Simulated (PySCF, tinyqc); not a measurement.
CIS on RHF in the sto-6g basis, for H3-, spin multiplicity 1, step by step. The basis has no diffuse functions, so it cannot describe the extra electron: this is an exercise in the method, not the real anion. The lowest restricted solution is unstable here: a spin-polarised one lies 0.1356 hartree lower (PySCF). One step of it, computed by the program tinyqc.

Problem. CIS triplet states. Diagonalise A (1 hartree = 27.211386 eV); each vector has its largest component positive (the first on a tie).

CIS matrix A, triplet (hartree):
```
          1>3        2>3
1>3  0.590924   0.000131
2>3  0.000131  -0.191833
```

Give: triplet excitation energies; lowest vectors.

Solution.

triplet excitation energies (eV): -5.2201  16.0799

lowest vectors:
```
     state 1  state 2
1>3  -0.0002   1.0000
2>3   1.0000   0.0002
```

A negative triplet energy shows that the restricted solution is unstable towards a spin-polarised one.
